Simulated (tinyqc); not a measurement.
Optical gain and spontaneous emission in a bulk direct-gap semiconductor: one step. Quasi-Fermi levels.

F_j(eta) = (1/Gamma(j + 1)) integral_0^infinity x^j dx/(1 + exp(x - eta)), which tends to exp(eta) for eta << 0.

Quasi-Fermi levels: n = Nc F_1/2(Fc/kT) and p = Nv F_1/2(Fv/kT), Fc counted up from the conduction edge and Fv down from the valence edge; Nc, Nv from N = 2 (m kB T/(4 pi c))^(3/2) with c = hbar^2/2m0, in 1/angstrom^3; times 1e24 for 1/cm^3, with me and (mhh^(3/2) + mlh^(3/2))^(2/3).

Constants: hbar^2/2m0 = 3.80998211 eV angstrom^2; kB = 8.617333262e-05 eV/K.

Values chosen for the exercise (near those of InGaAs; shifted at random, so the results belong to these values and not to a real crystal): me = 0.0407 m0 (electron mass); mhh = 0.465 m0 (heavy-hole mass); mlh = 0.0545 m0 (light-hole mass); n = 1.2e+18 1/cm^3 (injected density, n = p); T = 200 K.

Problem. Solve for Fc and Fv.

Give: kT; Nc; Nv; Fc; Fv; Fc + Fv.

Solution.

kT = 0.017235 eV
Nc = 1.122e+17 1/cm^3
Nv = 4.505e+18 1/cm^3
Fc = 0.0986 eV
Fv = -0.0212 eV
Fc + Fv = 0.0774 eV

The separation of the quasi-Fermi levels exceeds the gap, so photons between Eg and Eg + (Fc + Fv) see gain. The quasi-Fermi level of the electrons lies inside the band, that of the holes in the gap.

Program tinyqc; command `OMP_NUM_THREADS=1 python tinyqc.py 1682553 1682554 out.jsonl`; about 0.09 s on one thread of a shared Intel(R) Xeon(R) Processor @ 2.30GHz.
